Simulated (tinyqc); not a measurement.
MOS inversion layer, Poisson-Schroedinger loop: two steps of the calculation.

Electrons confined at an insulator interface at z = 0, treated as a hard wall; parabolic valleys, Hartree approximation, no image or exchange terms. The depletion charge lies far deeper than the electrons and gives a uniform field q Nd/(eps0 eps_r); the gate balances all charge. Energies are counted from the band edge at the interface.

Inputs (values chosen for the exercise); masses and permittivity close to those of germanium (111):
```
symbol,value,unit,meaning
eps_r,16.2,,relative permittivity
mz1,1.62,m0,mass along z of valley set A (1 valley(s))
Ns,2.7e12,cm^-2,sheet density of electrons
Nd,3.7e12,cm^-2,sheet density of depletion charge
a,0.5,,mixing factor
```

Constants: q = 1.602176634e-19 C, hbar = 1.054571817e-34 J s, m0 = 9.1093837015e-31 kg, eps0 = 8.8541878128e-14 F/cm where lengths are in cm, hbar^2/(2 m0) = 0.0380998212 eV nm^2. Results are converted to the units shown.

Question 1. Density, output potential and mixing. n_i = sum_k N_k |psi_k|^2 (converted to cm^-3). Hartree part by Gauss: on the interval before node i the electrons still beyond are S_i = Ns - hz sum_(j<i) n_j, and U_i = U_(i-1) + q S_i hz/(eps0 eps_r) in eV, U_0 = 0 at the interface. Mixing: U(new) = U + a (U(out) - U).

```
node,z (nm),self-consistent potential U at the start (eV),|psi|^2 of A1 (1/nm),|psi|^2 of A2 (1/nm),|psi|^2 of B1 (1/nm),|psi|^2 of B2 (1/nm)
1,1,0,0.78850580,0.19204600,0.08996068,0.08380525
2,2,0,0.19764546,0.55035952,0.23166687,0.12910520
3,3,0,0.01341880,0.23621644,0.27009602,0.03676977
4,4,0,0.00042219,0.02059831,0.20676828,0.00699914
5,5,0,0.00000767,0.00076383,0.11827768,0.10254833
6,6,0,0.00000009,0.00001568,0.05392846,0.19320670
7,7,0,0.00000000,0.00000020,0.02037264,0.19455732
8,8,0,0.00000000,0.00000000,0.00654415,0.13522000
9,9,0,0.00000000,0.00000000,0.00182113,0.07183350
10,10,0,0.00000000,0.00000000,0.00044524,0.03077383
11,11,0,0.00000000,0.00000000,0.00009662,0.01096376
12,12,0,0.00000000,0.00000000,0.00001868,0.00328649
13,13,0,0.00000000,0.00000000,0.00000315,0.00080386
14,14,0,0.00000000,0.00000000,0.00000038,0.00012685
```

N_k (cm^-2): A1 1.4266486e12, A2 4.9923174e11, B1 7.6486850e11, B2 9.2511482e9

Give: n; U(out); U after round 1.

Answer 1.

```
node,n (1e19 cm^-3),U(out) (eV),U after round 1 (eV)
1,1.2904,0.030159,0.015079
2,0.7351,0.045904,0.022952
3,0.3440,0.053438,0.026719
4,0.1691,0.057130,0.028565
5,0.0918,0.058932,0.029466
6,0.0430,0.059710,0.029855
7,0.0174,0.060006,0.030003
8,0.0063,0.060109,0.030054
9,0.0021,0.060141,0.030071
10,0.0006,0.060151,0.030075
11,0.0002,0.060154,0.030077
12,0.0000,0.060154,0.030077
13,0.0000,0.060154,0.030077
14,0.0000,0.060154,0.030077
```

Question 2. Closed-form estimates. Triangular well: E_k = a_k (C F^2/mz)^(1/3), a_1 = 2.338107, a_2 = 4.087949, C = hbar^2/(2 m0), F in eV/nm. Fang-Howard (all electrons in the lowest level of set A): b^3 = 6 (mz1/C) q (Nd + 11 Ns/32)/(eps0 eps_r), centroid 3/b, level C b^2/(4 mz1) + (3/b) q (Nd + 11 Ns/16)/(eps0 eps_r). Use F = q (Nd + Ns)/(eps0 eps_r), the surface field, and F = q (Nd + Ns/2)/(eps0 eps_r).

Find: A1 with the surface field; A1 with Nd + Ns/2; A2 with Nd + Ns/2; b; Fang-Howard centroid; Fang-Howard level.

Answer 2.

A1 with the surface field = 0.1154 eV
A1 with Nd + Ns/2 = 0.09853 eV
A2 with Nd + Ns/2 = 0.1723 eV
b = 2.363 1/nm
Fang-Howard centroid = 1.270 nm
Fang-Howard level = 0.1116 eV

Computed by the program tinyqc: `OMP_NUM_THREADS=1 python tinyqc.py 2160016 2160017 out.jsonl`, one thread of a shared Intel Xeon 2.30GHz, about 0.9 s for the whole run.
